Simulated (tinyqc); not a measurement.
Worked calculation: Koster-Slater impurity in an sp3s* host. Values are carried at full precision from step to step, so a last printed digit may differ when a step is redone from the rounded ones.

sp3s* tight binding, nearest neighbours only: anion (a) at 0, cation (c) at a/4 (1,1,1), orbitals s, px, py, pz, s* on each; k in units of 2 pi/a. With phases e_j = exp(i (pi/2) k.n_j) for n = (1,1,1), (1,-1,-1), (-1,1,-1), (-1,-1,1): g0 = (e1+e2+e3+e4)/4, g1 = (e1+e2-e3-e4)/4, g2 = (e1-e2+e3-e4)/4, g3 = (e1-e2-e3+e4)/4. The diagonal holds the levels Esa, Epa, Exa (s*) and Esc, Epc, Exc. Anion-cation block: <sa|sc> = Vss g0; <sa|xc> = Vsapc g1; <xa|sc> = -Vscpa g1; <xa|xc> = Vxx g0; <xa|yc> = <ya|xc> = Vxy g3, <xa|zc> = <za|xc> = Vxy g2, <ya|zc> = <za|yc> = Vxy g1; <s*a|xc> = Vxapc g1; <xa|s*c> = -Vpaxc g1; y and z take g2 and g3 in place of g1; s-s* and s*-s* vanish.

Values chosen for the exercise (out of a larger set: near a published set for diamond; not measured data):
- p = (-4.563, 3.84, -4.563, 3.84, 11.408, 11.408, -22.687, 3.834, 11.635, 15.197, 15.197, 8.183, 8.183) eV (order Esa, Epa, Esc, Epc, Exa, Exc, Vss, Vxx, Vxy, Vsapc, Vscpa, Vxapc, Vpaxc)
- N = 6 (mesh)
- V = 49.9 eV (shift of the p levels)

## The gap of the host

Gaps from the top of the valence band to Gamma, to the minimum on (x,0,0) from 0.5 to 1, and to L; the smallest is Eg.

top of the valence band on the scale of the parameters = 0.0060 eV

gaps (eV): Gamma 7.6680, Delta 5.3405, L 7.6228

Eg (smallest gap of the host) = 5.3405 eV

## Where the weight lies

A defect on an anion site (a) shifts the s level there by Vs or the three p levels by Vp and leaves the rest. A level in the gap solves 1/Vs = G_s(E) (symmetry A1) or 1/Vp = G_p(E) (T2, threefold), with G(E) = (1/N^3) sum over k and bands of w/(E - e), where w is the weight of the state on the s orbital of that site, or the mean weight on its px, py, pz. Mesh: k = f1 (-1,1,1) + f2 (1,-1,1) + f3 (1,1,-1), f = (j + 1/2)/N, j = 0 to N - 1. Energies from the top of the valence band at Gamma; the s* orbital of the site is left as it is. An infinite shift removes the s or p orbitals, the model of the ideal vacancy: G(E) = 0.

For each band: mean energy over the mesh and summed weights; each column of weights adds to one.

Bands:
```
band  mean energy (eV)  s weight  p weight
1              -21.502    0.3935    0.0336
2              -12.597    0.1610    0.1048
3               -6.072    0.0069    0.1641
4               -4.906    0.0033    0.1653
5                6.546    0.0615    0.0525
6                9.446    0.1248    0.0417
7               12.747    0.0116    0.1469
8               13.767    0.0130    0.1416
9               18.581    0.0975    0.0688
10              20.660    0.1269    0.0806
```

The filled bands hold 0.565 of the s orbital and 0.468 of each p orbital of the anion. Filled states add positive terms to G in the gap and empty ones negative terms.

## Green functions across the gap

G at nine energies E = Eg j/8.

G(E) (1/eV):
```
E (eV)       G_s       G_p
0.0000  -0.00379   0.04875
0.6676  -0.00802   0.02913
1.3351  -0.01256   0.01673
2.0027  -0.01767   0.00632
2.6702  -0.02369  -0.00347
3.3378  -0.03118  -0.01360
4.0054  -0.04130  -0.02529
4.6729  -0.05696  -0.04127
5.3405  -0.09532  -0.07960
```

Both fall with E, as dG/dE = -sum w/(E - e)^2 demands. G_s keeps its sign, so the vacancy has no level of this symmetry in the gap. G_p changes sign, so the vacancy has a level of this symmetry in the gap.

## A first estimate from the table

A defect that shifts the p level of its anion site by V has a level where the host Green function G_p(E) equals 1/V; E is counted from the top of the valence band. Find it by linear interpolation between the two rows that bracket it.

1/V = 0.02004 1/eV
estimated level = 1.157 eV

## The level and its weight on the defect

Solve by bisection with the full sum. The weight of the bound state on the shifted orbital is G^2/(-G'), which is also dE/dV.

level = 1.1408 eV
G'(E) = -0.01753 1/eV^2
weight on the defect orbital = 0.0229

The level lies 1.141 eV above the valence band and 4.200 eV below the conduction band. Only 2.3 % of it sits on the shifted orbital, the rest on other orbitals, so a shift of 1 eV moves the level by about 23 meV.

## Checks

- Sum of the s weights over all bands against one: both 1.00000.
- First moment of the s weights against the s level of the site, on the scale of the parameters: both -4.56300.

Program tinyqc; command `OMP_NUM_THREADS=1 python tinyqc.py 1451099 1451100 out.jsonl`; about 0.09 s on one thread of a shared Intel(R) Xeon(R) Processor @ 2.30GHz.
